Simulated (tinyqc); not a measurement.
Worked calculation: sp3 tight binding, zinc-blende lattice. Computed by tinyqc, a small Python program that keeps every step. Command: `OMP_NUM_THREADS=1 python tinyqc.py 29006 29007 out.jsonl` (the two numbers bound the seeds that draw the settings). One thread of a shared host (Intel(R) Xeon(R) Processor @ 2.60GHz), about 0.01 s of CPU time with the checks.

## Bloch Hamiltonian at k

Parameters chosen for this model: zinc-blende lattice, anion at 0, cation at a/4 (1,1,1); V = eta hbar^2 / (m d^2), hbar^2/m = 7.619964 eV angstrom^2:
```
parameter          value      unit
a               5.780000  angstrom
d               2.502813  angstrom
Es anion      -15.030000        eV
Ep anion       -6.680000        eV
Es cation     -15.030000        eV
Ep cation      -6.680000        eV
eta ss         -1.430000
eta sp          1.680000
eta pp sigma    3.270000
eta pp pi      -0.870000
V ss           -1.739530        eV
V sp            2.043644        eV
V pp sigma      3.977807        eV
V pp pi        -1.058316        eV
```

k point k (2 pi / a): [0.080000, 0.130000, -0.540000]

Slater-Koster rules over the four bonds with direction cosines (l, m, n): ss V_ss; s-px l V_sp; px-s -l V_sp; px-px l^2 V_pps + (1 - l^2) V_ppp; px-py l m (V_pps - V_ppp); each times exp(i k.d).

H(k) at k (eV), order a s, a px, a py, a pz, c s, c px, c py, c pz:
```
[[-15.030000, 0.000000, 0.000000, 0.000000, -4.470352-0.132655i, 0.712251+0.383053i, 0.434488+0.627933i, -0.079326-3.439328i],
 [0.000000, -6.680000, 0.000000, 0.000000, -0.712251-0.383053i, 1.594321+0.047311i, -0.112862-4.893325i, 0.618171+0.893396i],
 [0.000000, 0.000000, -6.680000, 0.000000, -0.434488-0.627933i, -0.112862-4.893325i, 1.594321+0.047311i, 1.013359+0.544991i],
 [0.000000, 0.000000, 0.000000, -6.680000, 0.079326+3.439328i, 0.618171+0.893396i, 1.013359+0.544991i, 1.594321+0.047311i],
 [-4.470352+0.132655i, -0.712251+0.383053i, -0.434488+0.627933i, 0.079326-3.439328i, -15.030000, 0.000000, 0.000000, 0.000000],
 [0.712251-0.383053i, 1.594321-0.047311i, -0.112862+4.893325i, 0.618171-0.893396i, 0.000000, -6.680000, 0.000000, 0.000000],
 [0.434488-0.627933i, -0.112862+4.893325i, 1.594321-0.047311i, 1.013359-0.544991i, 0.000000, 0.000000, -6.680000, 0.000000],
 [-0.079326+3.439328i, 0.618171-0.893396i, 1.013359-0.544991i, 1.594321-0.047311i, 0.000000, 0.000000, 0.000000, -6.680000]]
```

## Levels at k

Diagonalise the Hermitian matrix.

eigenvalues (eV): [-20.349965, -13.480781, -11.993490, -11.778019, -5.926668, -3.990760, -1.446639, -1.173680]

weights |c|^2 of the basis functions, order a s, a px, a py, a pz, c s, c px, c py, c pz:
```
[[0.473523, 0.279012, 0.008812, 0.029904, 0.181464, 0.023803, 0.000294, 0.003189],
 [0.000653, 0.051115, 0.309197, 0.122229, 0.027012, 0.013275, 0.210057, 0.266462],
 [0.001224, 0.047860, 0.160844, 0.283712, 0.009521, 0.007353, 0.289348, 0.200138],
 [0.024600, 0.122014, 0.021147, 0.064155, 0.282004, 0.455569, 0.000301, 0.030210],
 [0.473523, 0.279012, 0.008812, 0.029904, 0.181464, 0.023803, 0.000294, 0.003189],
 [0.000653, 0.051115, 0.309197, 0.122229, 0.027012, 0.013275, 0.210057, 0.266462],
 [0.001224, 0.047860, 0.160844, 0.283712, 0.009521, 0.007353, 0.289348, 0.200138],
 [0.024600, 0.122014, 0.021147, 0.064155, 0.282004, 0.455569, 0.000301, 0.030210]]
```

## Bloch Hamiltonian at L

k point L (2 pi / a): [0.500000, 0.500000, 0.500000]

As before.

H(k) at L (eV), order a s, a px, a py, a pz, c s, c px, c py, c pz:
```
[[-15.030000, 0.000000, 0.000000, 0.000000, -2.460067+2.460067i, -1.668628+1.668628i, -1.668628+1.668628i, -1.668628+1.668628i],
 [0.000000, -6.680000, 0.000000, 0.000000, 1.668628-1.668628i, 0.877367-0.877367i, -2.374051+2.374051i, -2.374051+2.374051i],
 [0.000000, 0.000000, -6.680000, 0.000000, 1.668628-1.668628i, -2.374051+2.374051i, 0.877367-0.877367i, -2.374051+2.374051i],
 [0.000000, 0.000000, 0.000000, -6.680000, 1.668628-1.668628i, -2.374051+2.374051i, -2.374051+2.374051i, 0.877367-0.877367i],
 [-2.460067-2.460067i, 1.668628+1.668628i, 1.668628+1.668628i, 1.668628+1.668628i, -15.030000, 0.000000, 0.000000, 0.000000],
 [-1.668628-1.668628i, 0.877367+0.877367i, -2.374051-2.374051i, -2.374051-2.374051i, 0.000000, -6.680000, 0.000000, 0.000000],
 [-1.668628-1.668628i, -2.374051-2.374051i, 0.877367+0.877367i, -2.374051-2.374051i, 0.000000, 0.000000, -6.680000, 0.000000],
 [-1.668628-1.668628i, -2.374051-2.374051i, -2.374051-2.374051i, 0.877367+0.877367i, 0.000000, 0.000000, 0.000000, -6.680000]]
```

## Levels at L

As before.

eigenvalues (eV): [-19.425961, -15.950890, -11.278199, -11.278199, -7.754096, -2.081801, -2.081801, -0.289054]

## Bands along a path

The same steps at evenly spaced points between the labelled ones.

Bands along the path (eV):
```
k             band 1      band 2      band 3      band 4     band 5     band 6     band 7     band 8
L         -19.425961  -15.950890  -11.278199  -11.278199  -7.754096  -2.081801  -2.081801  -0.289054
L-G 0.25  -20.042167  -15.002891  -11.033033  -11.033033  -7.654442  -2.326967  -2.326967  -0.720500
L-G 0.50  -21.023696  -13.031383  -10.374700  -10.374700  -7.460727  -2.985300  -2.985300  -1.904194
L-G 0.75  -21.734544  -10.771016   -9.570107   -9.570107  -7.500475  -3.789893  -3.789893  -3.413966
G         -21.988121   -9.161568   -9.161568   -9.161568  -8.071879  -4.198432  -4.198432  -4.198432
G-X 0.25  -21.647458  -10.602720  -10.123756  -10.123756  -6.971484  -4.198338  -3.236244  -3.236244
G-X 0.50  -20.658038  -12.713055  -11.741972  -11.741972  -5.831544  -4.217363  -1.618028  -1.618028
G-X 0.75  -19.113400  -14.960677  -12.955960  -12.955960  -5.036220  -4.309703  -0.404040  -0.404040
X         -17.156205  -17.156205  -13.394830  -13.394830  -4.553795  -4.553795   0.034830   0.034830
X-W 0.25  -17.156205  -17.156205  -13.394830  -13.394830  -4.553795  -4.553795   0.034830   0.034830
X-W 0.50  -17.156205  -17.156205  -13.394830  -13.394830  -4.553795  -4.553795   0.034830   0.034830
X-W 0.75  -17.156205  -17.156205  -13.394830  -13.394830  -4.553795  -4.553795   0.034830   0.034830
W         -17.156205  -17.156205  -13.394830  -13.394830  -4.553795  -4.553795   0.034830   0.034830
```

With 4 band(s) filled, the highest filled level on these points lies at G and the lowest empty one at G: a gap of 1.0897 eV, direct.
